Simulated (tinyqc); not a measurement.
Inside a calculation. Method: MP2 on RHF in the 6-31g basis, for H3-, spin multiplicity 1. The basis has no diffuse functions, so it cannot describe the extra electron: this is an exercise in the method, not the real anion. One step of it, computed by the program tinyqc.

Question. Iteration 8 (converged): orbitals. Diagonalise F' = X^T F X, C = X C', fill 2 alpha and 2 beta electrons from the bottom; D = 2 C_occ C_occ^T. Each column has its largest component positive (the first on a tie).

converged F (hartree), order 1H 1s, 1H 2s, 2H 1s, 2H 2s, 3H 1s, 3H 2s:
```
[[0.338773, -0.298908, -0.315164, -0.307408, -0.282015, -0.286521],
 [-0.298908, -0.130349, -0.270291, -0.159238, -0.242764, -0.152224],
 [-0.315164, -0.270291, 0.387523, -0.257945, -0.068865, -0.147075],
 [-0.307408, -0.159238, -0.257945, -0.063069, -0.138658, -0.126357],
 [-0.282015, -0.242764, -0.068865, -0.138658, 0.429249, -0.234673],
 [-0.286521, -0.152224, -0.147075, -0.126357, -0.234673, -0.047658]]
```

X, order 1H 1s, 1H 2s, 2H 1s, 2H 2s, 3H 1s, 3H 2s:
```
[[1.274455, -0.554289, -0.079739, 0.058779, -0.050561, 0.048295],
 [-0.554289, 2.413865, -0.010301, -0.875624, -0.017728, -0.799334],
 [-0.079739, -0.010301, 1.265580, -0.489461, 0.031047, 0.045959],
 [0.058779, -0.875624, -0.489461, 1.786898, 0.044253, 0.037373],
 [-0.050561, -0.017728, 0.031047, 0.044253, 1.260695, -0.490473],
 [0.048295, -0.799334, 0.045959, 0.037373, -0.490473, 1.718662]]
```

Give: F' = X^T F X; orbital energies; coefficients C; D after iteration 8.

Answer.

F' = X^T F X (hartree):
```
[[0.940, -0.568, -0.307, -0.094, -0.245, -0.093],
 [-0.568, 0.604, -0.123, -0.163, -0.123, -0.154],
 [-0.307, -0.123, 0.963, -0.610, 0.091, 0.015],
 [-0.094, -0.163, -0.610, 0.490, 0.014, -0.046],
 [-0.245, -0.123, 0.091, 0.014, 0.983, -0.615],
 [-0.093, -0.154, 0.015, -0.046, -0.615, 0.488]]
```

orbital energies (hartree): [-0.301, 0.057, 0.526, 1.209, 1.364, 1.612]

coefficients C, order 1H 1s, 1H 2s, 2H 1s, 2H 2s, 3H 1s, 3H 2s:
```
[[0.279, -0.006, 0.156, -0.935, -0.141, -0.975],
 [0.272, 0.011, 2.003, 1.232, 0.153, 1.384],
 [0.205, -0.220, -0.039, -0.688, 0.768, 0.833],
 [0.223, -0.710, -1.305, 0.273, -0.949, -0.988],
 [0.174, 0.232, -0.040, -0.386, -1.048, 0.710],
 [0.189, 0.758, -1.156, -0.083, 1.085, -0.840]]
```

D after iteration 8, order 1H 1s, 1H 2s, 2H 1s, 2H 2s, 3H 1s, 3H 2s:
```
[[0.156, 0.152, 0.117, 0.133, 0.094, 0.097],
 [0.152, 0.148, 0.106, 0.105, 0.100, 0.119],
 [0.117, 0.106, 0.181, 0.404, -0.031, -0.257],
 [0.133, 0.105, 0.404, 1.107, -0.252, -0.993],
 [0.094, 0.100, -0.031, -0.252, 0.168, 0.418],
 [0.097, 0.119, -0.257, -0.993, 0.418, 1.222]]
```
